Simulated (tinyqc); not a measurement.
Strain and the order of the valence edges: six-band k.p model of the valence band of a wurtzite crystal.

At k = 0: E1 = D1c + D2c + Te + Le (pure HH); E2, E3 = Le + u +/- sqrt(u^2 + 2 D3c^2), u = (D1c - D2c + Te)/2, D1c = Dcr, D2c = D3c = Dso/3. The weight of LH in state 2 is fL = (E2 - Le)^2/((E2 - Le)^2 + 2 D3c^2). Relative strengths of transitions to the conduction band: for E perpendicular to c (TE) 1/2, fL/2, (1 - fL)/2; for E along c (TM) 0, 1 - fL, fL, with one momentum element for both directions.

Strain of a c-plane layer: exx = eyy = e_par, ezz = -2 (C13/C33) e_par; Le = D1 ezz + D2 (exx + eyy), Te = D3 ezz + D4 (exx + eyy).

Conduction edge: Ec = (top of the unstrained valence band) + Eg + (a1 + D1) ezz + (a2 + D2)(exx + eyy).
Constants: kB = 8.617333262e-05 eV/K.

Values chosen for the exercise (near those of AlN; not measured data):
- Dcr = -0.1465 eV (crystal-field splitting)
- Dso = 0.0185 eV (spin-orbit splitting)
- Eg = 6.294 eV (direct gap at Gamma from the top of the unstrained valence band)
- a1 = -3.44 eV (gap potential along c)
- a2 = -12.1 eV (gap potential in the plane)
- D1 = -17.73 eV
- D2 = 7.75 eV
- D3 = 8.98 eV
- D4 = -3.89 eV
- C13 = 104 GPa
- C33 = 366 GPa
- T = 200 K (temperature)

Edges from the unstrained top. Degree of polarisation (TE - TM)/(TE + TM), each state weighted by exp(E/kT) alone (equal densities of states).

Results:
```
e_par (%),E1 (meV),E2 (meV),E3 (meV),fL,lowest transition (eV),polarisation
-2.00,-394.7,-406.3,-512.7,0.993,6.6221,0.988
-1.50,-331.2,-341.8,-385.9,0.959,6.5753,0.849
-1.00,-267.8,-253.4,-282.9,0.097,6.5141,-0.452
-0.50,-204.3,-127.5,-217.5,0.009,6.4049,-0.974
0.00,-140.8,0.0,-153.7,0.003,6.2940,-0.996
0.50,-77.4,127.7,-90.0,0.002,6.1829,-0.998
1.00,-13.9,255.5,-26.5,0.001,6.0718,-0.999
1.50,49.6,383.4,37.0,0.001,5.9606,-0.999
2.00,113.0,511.2,100.5,0.000,5.8494,-1.000
```

What does the comparison show, and why?

E1 = E2 requires Dcr + Te = 0, which here falls at e_par = -1.14 %, inside the sweep: state 1 is on top for smaller e_par and state 2 beyond. The polarisation goes from +0.99 to -1.00 and changes sign between -1.50 and -1.00 %; the lowest transition moves by -193 meV per 1 % on average.

(tinyqc, `OMP_NUM_THREADS=1 python tinyqc.py 1051115 1051116 out.jsonl`, Intel(R) Xeon(R) Processor @ 2.30GHz, 1 thread, shared host, about 0.01 s.)
